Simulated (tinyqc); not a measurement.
Worked calculation: complex band structure along [001] in sp3s* tight binding. Values are carried at full precision from step to step, so a last printed digit may differ when a step is redone from the rounded ones.

For k = (0, 0, kz) the phase sums are g0 = cos(phi) and g3 = i sin(phi), phi = kz a/4, and the s, pz, s* orbitals of anion (a) and cation (c) decouple from px, py. With z = exp(i phi), H(z) = H0 + z T + T^T/z for any complex z. H0 is diagonal (Esa, Epa, Exa, Esc, Epc, Exc). The anion-cation block is B(z) = z U + W/z and the cation-anion block z W^T + U^T/z, where U has Vss/2 (s,s), Vsapc/2 (s,z), -Vscpa/2 (z,s), Vxx/2 (z,z), Vxapc/2 (s*,z), -Vpaxc/2 (z,s*), and W has the same values with the s-z and s*-z signs reversed. |z| = 1 is a band state, |z| < 1 decays along [001] as exp(-kappa d) over a distance d, kappa = -(4/a) ln|z|. No spin-orbit coupling.

Inputs chosen for the exercise (out of a larger set: near a published set for Si, fitted to gaps, whose masses and valley positions are rough (light masses up to twice too heavy); not measured data):
- p = (-4.208, 1.702, -4.208, 1.702, 6.701, 6.701, -8.292, 1.718, 4.594, 5.716, 5.716, 5.352, 5.352) eV (order Esa, Epa, Esc, Epc, Exa, Exc, Vss, Vxx, Vxy, Vsapc, Vscpa, Vxapc, Vpaxc)
- dE = 0.99 eV (E - Ev)
- a = 5.435 angstrom (lattice constant)

## The layer matrices

Parameters in the order Esa, Epa, Esc, Epc, Exa, Exc, Vss, Vxx, Vxy, Vsapc, Vscpa, Vxapc, Vpaxc. Form H0 and T.

diagonal of H0 (eV): sa -4.2080, za 1.7020, s*a 6.7010, sc -4.2080, zc 1.7020, s*c 6.7010

T (eV), rows sa, za, s*a, sc, zc, s*c and columns alike:
```
[[0.0000, 0.0000, 0.0000, -4.1460, 2.8580, 0.0000],
 [0.0000, 0.0000, 0.0000, -2.8580, 0.8590, -2.6760],
 [0.0000, 0.0000, 0.0000, 0.0000, 2.6760, 0.0000],
 [-4.1460, 2.8580, 0.0000, 0.0000, 0.0000, 0.0000],
 [-2.8580, 0.8590, -2.6760, 0.0000, 0.0000, 0.0000],
 [0.0000, 2.6760, 0.0000, 0.0000, 0.0000, 0.0000]]
```

## Edges at Gamma

At z = 1 the levels follow from the blocks [[Esa, Vss], [Vss, Esc]] and [[Epa, Vxx], [Vxx, Epc]]: Ev is the lower p root, and the direct gap ends at the lower of the upper roots.

Ev = -0.0160 eV
EG (direct gap) = 3.4360 eV

## Complex wave vectors at one energy in the gap

Solve det(H0 - E + z T + T^T/z) = 0 with E = Ev + dE, as the linear problem [[0, 1], [-T^T, E - H0]] x = z [[1, 0], [0, T]] x. Roots come as z, -z, 1/z and conjugates; list those with 0 < |z| < 1 and Re z, Im z >= 0, by falling |z|. Re kz = arg(z)/(pi/2) in units of 2 pi/a, kappa = -(4/a) ln|z|.

Decaying roots:
```
Re z      Im z     |z|  Re kz (2 pi/a)  kappa (1/angstrom)
0.7671  0.0000  0.7671          0.0000              0.1951
0.3143  0.6948  0.7625          0.7296              0.1995
```

The slowest root has kappa = 0.1951 1/angstrom at Re kz = 0.000: a purely imaginary k at Gamma. The probability falls by exp(-2 kappa d), a factor 49.5 over 1 nm.

## The px, py block

For px and py the determinant gives (E - Epa)(E - Epc) = Vxx^2 cos^2(phi) + Vxy^2 sin^2(phi). With phi = i kappa a/4 this is sinh^2(kappa a/4) = ((E - Epa)(E - Epc) - Vxx^2)/(Vxx^2 - Vxy^2), E = Ev + dE. Parameters in the order Esa, Epa, Esc, Epc, Exa, Exc, Vss, Vxx, Vxy, Vsapc, Vscpa, Vxapc, Vpaxc.

sinh^2(kappa a/4) = 0.13339
kappa of the heavy-hole branch = 0.2632 1/angstrom

This branch decays faster than the slowest root of the s-pz block (0.1951), by a factor 1.35 in kappa.

## Checks

- Largest distance of a level of the 6 x 6 block at kz = 0.37 (2 pi/a) from a level of the full matrix, against zero (eV): both 0.000000.

Program tinyqc; command `OMP_NUM_THREADS=1 python tinyqc.py 1480516 1480517 out.jsonl`; about 0.01 s on one thread of a shared Intel(R) Xeon(R) Processor @ 2.30GHz.
